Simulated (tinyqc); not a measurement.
From results back to parameters: interface roughness in a thin film (subband fluctuation and scattering). Four cases, with inputs chosen for the exercise.

Problem. The screened mobility was computed from a hidden rms height D.

Gaussian roughness spectrum S(q) = pi D^2 Lc^2 exp(-q^2 Lc^2/4). Degenerate gas, taken to fill one subband (the second starts to fill once c kF^2/md exceeds E2 - E1, which is not tested here): kF = sqrt(2 pi Ns/gv), q = 2 kF sin(theta/2), 1/tau = (md/(2 pi c hbar)) G^2 times the integral from 0 to pi of S(q)(1 - cos theta)/eps(q)^2 dtheta, eps(q) = 1 + qs/q with screening (qs = gv md q0/(c eps), q0 = e^2/(4 pi eps0), form factors left out, which overstates the screening; other scattering is left out too, so these values lie far above measured mobilities in all but the thinnest films) or 1 without; mobility = tau c2/md with c2 = e/m0 = 1.75882e15 cm^2/(V s^2); 1e12/cm^2 = 1e-4/angstrom^2.

Constants: hbar^2/2m0 = 3.80998211 eV angstrom^2; hbar = 6.58211957e-16 eV s; e^2/(4 pi eps0) = 14.39964547 eV angstrom.

Find: mobility for D = 1 angstrom; D.

Method. The mobility goes as 1/D^2, so D is the square root of the ratio. One value fixes only D^2 times a function of Lc; a second density is needed to part the two.

Case 1.

Values chosen (near those of a thin GaN channel; shifted at random, so the results belong to these values and not to a real crystal):
- md = 0.196 m0 (mass in the plane)
- gv = 1 (valleys)
- Lc = 20 angstrom (correlation length)
- Ns = 11 x 1e12/cm^2 (sheet density)
- eps = 9.8 (mean dielectric constant at the channel)

G = |dE1/dt| = 1.9555 meV/angstrom
mobility = 62756.6 cm^2/(V s)

Solution.

mobility for D = 1 angstrom = 8.133e+05 cm^2/(V s)
D = 3.60 angstrom

Case 2.

Values chosen (near those of a thin GaN channel; shifted at random, so the results belong to these values and not to a real crystal):
- md = 0.2 m0 (mass in the plane)
- gv = 1 (valleys)
- Lc = 48 angstrom (correlation length)
- Ns = 0.83 x 1e12/cm^2 (sheet density)
- eps = 9.2 (mean dielectric constant at the channel)

G = |dE1/dt| = 1.5773 meV/angstrom
mobility = 29891.4 cm^2/(V s)

Solution.

mobility for D = 1 angstrom = 3.061e+05 cm^2/(V s)
D = 3.20 angstrom

Case 3.

Values chosen (near those of a thin Si channel on (100), two-fold valleys; shifted at random, so the results belong to these values and not to a real crystal):
- md = 0.185 m0 (mass in the plane)
- gv = 2 (valleys)
- Lc = 54 angstrom (correlation length)
- Ns = 1.2 x 1e12/cm^2 (sheet density)
- eps = 7.9 (mean dielectric constant at the channel)

G = |dE1/dt| = 10.5244 meV/angstrom
mobility = 1991.31 cm^2/(V s)

Solution.

mobility for D = 1 angstrom = 2.439e+04 cm^2/(V s)
D = 3.50 angstrom

Case 4.

Values chosen (near those of a thin InGaAs channel; shifted at random, so the results belong to these values and not to a real crystal):
- md = 0.045 m0 (mass in the plane)
- gv = 1 (valleys)
- Lc = 34 angstrom (correlation length)
- Ns = 1.4 x 1e12/cm^2 (sheet density)
- eps = 11.2 (mean dielectric constant at the channel)

G = |dE1/dt| = 1.5495 meV/angstrom
mobility = 115464 cm^2/(V s)

Solution.

mobility for D = 1 angstrom = 1.847e+06 cm^2/(V s)
D = 4.00 angstrom

Computed by tinyqc, one run a case: `OMP_NUM_THREADS=1 python tinyqc.py N N+1 out.jsonl` with N = 1250312, 1250357, 1250387, 1250406; one thread of a shared Intel(R) Xeon(R) Processor @ 2.30GHz, about 0.01 s a run at most.
